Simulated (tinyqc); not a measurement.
Matthiessen's rule against the full average: mobility of a non-polar semiconductor in the relaxation-time approximation. Computed by tinyqc, a small Python program. Command: `OMP_NUM_THREADS=1 python tinyqc.py 3009576 3009577 out.jsonl rta walk`. One thread of a shared host (Intel(R) Xeon(R) Processor @ 2.30GHz), about 0.01 s of CPU time with the checks.

Each valley is treated as a sphere of mass m_d for states and rates, with one isotropic relaxation time; the conductivity mass m_c sets the current.

Inputs (values chosen for the exercise, modelled on electrons in silicon):
```
quantity,value,unit
longitudinal mass m_l,0.907,m_0
transverse mass m_t,0.191,m_0
equivalent valleys Z,6,-
non-parabolicity alpha,0.54,1/eV
static permittivity eps_s,11.7,-
density rho,2329,kg/m^3
sound velocity v_l,8950,m/s
acoustic deformation potential D_A,9.7,eV
phonon energy hbar w,62.7,meV
optical or intervalley deformation potential D_o,5.6,1e8 eV/cm
final valleys Z_f,5,-
carrier density n,1.4e+17,1/cm^3
compensation ratio C,0,-
temperature T,77,K
```

Band: Kane. Impurity formula: Brooks-Herring. Further scattering: none.

Constants: k_B = 8.617333262e-05 eV/K; m_0 = 9.1093837015e-31 kg; e = 1.602176634e-19 C; hbar = 1.054571817e-34 J s; eps_0 = 8.8541878128e-12 F/m; k_B = 1.380649e-23 J/K; hbar = 6.582119569e-16 eV s.

Method:
- m_d = (m_l m_t^2)^(1/3); 1/m_c = (1/m_l + 2/m_t)/3; Hall mass factor A = 3 K_m (K_m + 2)/(2 K_m + 1)^2, K_m = m_l/m_t; N_I = n (1 + C)/(1 - C).
- Kane band: hbar^2 k^2/(2 m) = E (1 + alpha E), speed v = hbar k/(m (1 + 2 alpha E)), states per spin, volume and energy g(E) = m k (1 + 2 alpha E)/(2 pi^2 hbar^2); overlap factors are set to 1. Here m = m_d. Masses are multiplied by m_0 and all formulas are in SI units.
- The reduced Fermi level eta = E_F/(k_B T) solves n = 2 Z int g f dE with f = 1/(1 + exp(x - eta)) (Z = 1 unless valleys are given); screening length L_s = sqrt(eps_s eps_0 k_B T/(e^2 dn/deta)), dn/deta = 2 Z int g f (1 - f) dE.
- Integrals over x = E/(k_B T) use 160 Gauss-Legendre points in u = sqrt(x) from 0 to sqrt(max(eta, 0) + 32).
- Phonon occupation N_q = 1/(exp(hbar w/(k_B T)) - 1).
- Acoustic deformation potential (elastic, equipartition, absorption and emission together): 1/tau = 2 pi k_B T D_A^2 g(E)/(hbar rho v_l^2).
- Optical or intervalley deformation potential: 1/tau = (pi Z_f D_o^2/(rho w)) [N_q g(E + hbar w) + (N_q + 1) g(E - hbar w)], with g = 0 below the band edge.
- Each optical term is multiplied by (1 - f(E'))/(1 - f(E)), E' the final energy, for Pauli blocking.
- Singly charged impurities, momentum relaxation: 1/tau = N_I e^4 m (1 + 2 alpha E) Phi/(8 pi (eps_s eps_0)^2 hbar^3 k^3), with alpha = 0 for a parabolic band.
- Brooks-Herring: Phi = ln(1 + b) - b/(1 + b), b = 4 k^2 L_s^2.
- mu = (m_d/m_c) (2 Z e/(3 n k_B T)) int g v^2 tau f (1 - f) dE.
- Averages over x are split at the emission threshold x_0 = hbar w/(k_B T): 64 Gauss-Legendre points in sqrt(x) below it and 128 in sqrt(x - x_0) above it, up to x = max(eta, 0) + 32.
- Rates are added at each energy before the average. With <y> = int g v^2 y f (1 - f) dE: Hall factor r_H = A (3 n k_B T/(2 Z m_d)) <tau^2/(1 + 2 alpha E)>/<tau>^2 (alpha = 0 for a parabolic band); Hall mobility r_H mu; |S| = (k_B/e) (<x tau>/<tau> - eta); resistivity 1/(n e mu).
- Matthiessen's rule adds 1/mu of the separate processes.

acoustic mobility = 18977.1 cm^2/(V s)

optical mobility = 1.22723e+07 cm^2/(V s)

ionised impurity mobility = 2145.80 cm^2/(V s)

drift mobility mu = 1740.85 cm^2/(V s)

Separate mobilities:
```
process,mu (cm^2/(V s)),share of the sum of 1/mu (%)
acoustic,1.8977e+04,1.0157e+01
optical,1.2272e+07,1.5706e-02
ionised impurity,2.1458e+03,8.9827e+01
```

mobility by Matthiessen's rule = 1927.5 cm^2/(V s)

excess of Matthiessen's rule over the full mu = 10.723 %

What follows from these numbers?

The rule gives 1928 against the full 1741, 10.7 % too high; it can only overestimate, since each separate average is carried by the energies where that process is weak. The largest shares are ionised impurity (90 %) and acoustic (10 %). Caution: n is taken as given; at low temperature (in diamond even at 300 K) real dopants can freeze out, which changes n and N_I.

Extremes, crossings and ranges named in words are read from the listed rows.
